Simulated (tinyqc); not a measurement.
# From T_M back to localisation length xi

Model: hopping conduction between localised states. Computed by tinyqc, a small Python program. Command: `OMP_NUM_THREADS=1 python tinyqc.py 3009619 3009620 out.jsonl hop inv`. One thread of a shared host (Intel(R) Xeon(R) Processor @ 2.30GHz), about 0.01 s of CPU time with the checks.

Energies are counted from the Fermi level. A small network shows the mechanism; the laws of an infinite system follow.

Inputs (values chosen for the exercise, for a model defective oxide): density of states g_0 = 2.7e+13 1/(eV cm^2); permittivity eps = 14; temperature T = 260 K.

Dimension: 2D.

Constants: k_B = 8.617333262e-05 eV/K; e^2/(4 pi eps_0) = 14.39964548 eV angstrom.

Method. Mott: T_M = 13.8/(k_B g_0 xi^2), exponent (T_M/T)^(1/3), mean hop r = (1/3) xi times the exponent. Efros-Shklovskii: T_ES = 6.5 e^2/(4 pi eps eps_0 k_B xi), exponent (T_ES/T)^(1/2). Coulomb gap width g_0 (e^2/(4 pi eps eps_0))^2. The numerical coefficients come from percolation theory and are given.

Problem. A run gave the result below. Find the localisation length xi, known to lie between 2.9 and 4.9 nm.

T_M = 36142.48 K

Solution.

Each step takes the trial c = (a f_b - b f_a)/(f_b - f_a), f being the result less the target and a, b, c the logarithms of the listed values; c replaces end b, the old b replaces a if the sign of f changed, and otherwise f_a is halved.

Scan of the range:
```
localisation length xi (nm)  T_M (K)
2.90                         70525.5
3.16                         59397.5
3.45                         49831.5
3.77                         41731.1
4.11                         35112.3
4.49                         29420.5
4.90                         24703.0
```

False position (Illinois rule, in the logarithm of the input) inside the bracket:
```
step    end a    end b    trial  T_M (K)
1     3.77000  4.11000  4.05513  36068.9
2     3.77000  4.05513  4.04755  36204.1
3     4.05513  4.04755  4.05100  36142.4
4     4.04755  4.05100  4.05100  36142.5
5     4.04755  4.05100  4.05100  36142.5
6     4.05100  4.05100  4.05100  36142.5
```

T_M falls at every point of a 13-point scan of the range (every second point is shown), so one value fits; it is bracketed by 3.77 and 4.11. The scan shows a pure power law with exponent -2.000, so scaling from any one row also gives the answer directly. Answer: localisation length xi = 4.051 nm.
